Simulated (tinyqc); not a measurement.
Inside a calculation. Model: electroplating on a thin resistive seed layer: kinetics, Wagner number and the terminal effect across a wafer. Computed by tinyqc, a small Python program that keeps every step. Command: `OMP_NUM_THREADS=1 python tinyqc.py 3120243 3120244 out.jsonl terminal walk`. One thread of a shared host (Intel(R) Xeon(R) Processor @ 2.30GHz), about 0.02 s of CPU time with the checks. Intermediate numbers are printed to about 6 digits and carried at full precision; extremes and crossings named in words are read from the listed rows.

Current enters the seed at the rim. The bath is treated as a local resistance per area (no lateral flow in the liquid), two electrons per ion, molar volume 7.11 cm^3/mol, Faraday constant F = e N_A, kinematic viscosity 0.01 cm^2/s, omega = 2 pi x rpm/60; k_B T/e is in volts.

Inputs (values chosen for the exercise, of the order of those for copper plating on a thin cobalt or ruthenium seed):

| quantity | value | unit |
|---|---|---|
| wafer radius R | 10 | cm |
| seed thickness t | 120 | nm |
| seed resistivity | 15 | microohm cm |
| bath conductivity kappa | 0.076 | S/cm |
| gap to the anode h | 4.3 | cm |
| extra resistance of a porous plate | 160 | ohm cm^2 |
| exchange current density i_0 | 0.11 | mA/cm^2 |
| cathodic transfer coefficient alpha | 0.75 | - |
| mean current density | 3.1 | mA/cm^2 |
| diffusivity of the metal ion | 5.4e-06 | cm^2/s |
| metal ion concentration | 0.39 | mol/L |
| rotation rate | 30 | rpm |
| temperature T | 298 | K |

Constants: e = 1.602176634e-19 C; N_A = 6.02214076e+23 1/mol; k_B = 8.617333262e-05 eV/K.

## Rate, limit and resistances

Growth rate = i V_m/(2 F). Levich limit i_L = 0.62 x 2 F D^(2/3) omega^(1/2) nu^(-1/6) c. Tafel overpotential eta = (k_B T/(alpha e)) ln(i/i_0); kinetic resistance k_B T/(alpha e i); bath resistance h/kappa + plate; R_s = resistivity/t; Wagner number = kinetic resistance x kappa/R.

growth rate = 68.5317 nm/min

limiting current i_L = 54.8426 mA/cm^2

overpotential = 114.315 mV

kinetic resistance = 11.0450 ohm cm^2

bath resistance R_b = 216.579 ohm cm^2

sheet resistance R_s = 1.25 ohm/square

Wagner number = 0.0839421

## Linear estimate of the terminal effect

Linearised: with R_t = kinetic + bath resistance the current density obeys (1/r)(r i')' = i R_s/R_t, so i = A I_0(r/l), l = sqrt(R_t/R_s); with x = R/l, edge/centre = I_0(x) and edge/mean = x I_0(x)/(2 I_1(x)). Voltage drop in the seed for a uniform current: i R_s R^2/4.

length l = 13.4944 cm

x = R/l = 0.741047

edge over centre, linear = 1.14207

edge over mean, linear = 1.06713

drop for uniform current = 96.875 mV

For small x edge/centre is 1 + x^2/4 = 1.137.

## Current distribution

Full model: seed potential phi(r) with (1/r)(r phi')' = R_s i, where i solves phi = R_b i + (k_B T/(alpha e)) ln(i/i_0) (phi being the driving voltage left at r); phi'(0) = 0 and phi'(R) = R_s i_mean R/2. Solved by collocation to a tolerance of 1e-7.

Across the wafer:

| r/R | i (mA/cm^2) | i/mean | i/mean, linear |
|---|---|---|---|
| 0.00 | 2.89679 | 0.93445 | 0.93438 |
| 0.20 | 2.91267 | 0.93957 | 0.93951 |
| 0.40 | 2.96059 | 0.95503 | 0.95501 |
| 0.60 | 3.04142 | 0.98110 | 0.98113 |
| 0.75 | 3.12450 | 1.00790 | 1.00794 |
| 0.90 | 3.22775 | 1.04121 | 1.04121 |
| 1.00 | 3.30830 | 1.06719 | 1.06713 |

edge over centre, full model = 1.14206

The full model gives 1.14 against 1.14 from the linear form; the kinetic resistance, which the linear form holds fixed, is a small part of R_t here.

## As the film thickens, and with more bath resistance

The film is taken as uniform, with the seed resistivity; the last column adds 100 ohm cm^2 to R_b. Extra power of that plate = i^2 x 100 ohm cm^2 x area.

Edge over centre:

| thickness (nm) | R_s (ohm/square) | as given | with 100 ohm cm^2 more |
|---|---|---|---|
| 120 | 1.25000 | 1.14206 | 1.09768 |
| 180 | 0.83333 | 1.09364 | 1.06461 |
| 240 | 0.62500 | 1.06983 | 1.04826 |
| 360 | 0.41667 | 1.04629 | 1.03205 |
| 600 | 0.25000 | 1.02765 | 1.01917 |
| 1200 | 0.12500 | 1.01378 | 1.00956 |
| 2400 | 0.06250 | 1.00688 | 1.00477 |

extra power = 0.301907 W

The ratio falls below 1.1 from 180 nm on as given, and from 120 nm on with the added resistance: what counts is R_s R^2 against the sum of kinetic and bath resistance.

Checks made by the program: mean of the distribution (relative difference 2e-08).
